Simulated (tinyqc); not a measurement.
Superjunction drift layer against a plain one, charge balance: two steps of the calculation.

Alternating n and p pillars of equal width wp, doping N and length Lp. When depleted, the lateral field peaks at Ex = q N wp/(2 eps0 eps_r) at the pillar junctions and a uniform vertical field Ey is added; breakdown is taken where Ex^2 + Ey^2 = Ef^2. Only the n pillars conduct, narrowed by the zero-bias depletion. A first-order model: the field peaks at the pillar ends are left out.

Parameters, values chosen for the exercise; values close to those of 4H silicon carbide:

| symbol | value | unit | meaning |
|---|---|---|---|
| eps_r | 9.37 |  | relative permittivity of the semiconductor |
| E16 | 2.59 | MV/cm | critical field at a doping of 1e16 cm^-3 |
| BV | 1600 | V | wanted breakdown voltage |
| dl | -6.1 | % | charge imbalance (Nn - Np)/N |

Constants: q = 1.602176634e-19 C, eps0 = 8.8541878128e-14 F/cm where lengths are in cm. Results are converted to the units shown.

Question 1. Doping of the plain drift layer. Ec(N) = E16 (N/1e16 cm^-3)^(1/8); N(new) = eps0 eps_r Ec(N)^2/(2 q BV).

N at the start = 1e14 cm^-3

Wanted: Ec; N after iteration 1.

Answer 1.

Ec = 1.4565 MV/cm
N after iteration 1 = 3.4326e15 cm^-3

Question 2. Loss of breakdown voltage by imbalance. An imbalance dl leaves the mean net doping |dl| N/2, which tilts the vertical field by s = q |dl| N/(2 eps0 eps_r): BV(dl) = Ey Lp - s Lp^2/2, or Ey^2/(2 s) if the field reaches zero inside the pillar.

N = 2.9059999e17 cm^-3
Ey = 1.8225233 MV/cm
Lp = 8.7790375 um

Wanted: tilt s; BV(dl); loss.

Answer 2.

tilt s = 171.17 kV/(cm um)
BV(dl) = 940.40 V
loss = 41.225 %

Numbers from tinyqc (`OMP_NUM_THREADS=1 python tinyqc.py 2590018 2590019 out.jsonl`; about 0.01 s on one thread of a shared Intel Xeon 2.30GHz).
